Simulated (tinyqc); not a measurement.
# Pinning of the barrier by interface states

Cowley-Sze model with the space charge neglected: phiB = S (phiM - chi) + (1 - S)(Eg - phi0), S = 1/(1 + q Dit dl/(eps0 ei)), dl in cm.

Values chosen for this exercise; band and dielectric values those of a made-up semiconductor:
```
symbol  value  unit                                         meaning
Eg      0.926    eV                                        band gap
chi      4.83    eV                               electron affinity
dl        0.3    nm              thickness of the interfacial layer
ei          1        relative permittivity of the interfacial layer
phi0     0.48    eV            neutral level above the valence band
phiM     5.66    eV                             metal work function
```

Constants: q = 1.602176634e-19 C, eps0 = 8.8541878128e-14 F/cm where lengths are in cm. Results are converted to the units shown.

Pinning of the barrier by interface states:
```
Dit (cm^-2 eV^-1)        S  phiB (eV)  change of phiB for 0.5 eV more work function (eV)
1e11                0.9946     0.8279                                             0.4973
3e11                0.9840     0.8238                                             0.4920
1e12                0.9485     0.8102                                             0.4743
3e12                0.8600     0.7762                                             0.4300
1e13                0.6481     0.6949                                             0.3241
3e13                0.3804     0.5921                                             0.1902
1e14                0.1556     0.5057                                            0.07778
3e14               0.05785     0.4682                                            0.02893
1e15               0.01809     0.4529                                           0.009044
```

S falls from 0.995 to 0.0181, passing 1/2 at Dit = eps0 ei/(q dl) = 1.84e13 cm^-2 eV^-1. The barrier falls from 0.828 to 0.453 eV, from near the Schottky-Mott value phiM - chi = 0.830 eV towards the pinned value Eg - phi0 = 0.446 eV.

Numbers from tinyqc (`OMP_NUM_THREADS=1 python tinyqc.py 2020112 2020113 out.jsonl`; about 0.06 s on one thread of a shared Intel Xeon 2.30GHz).
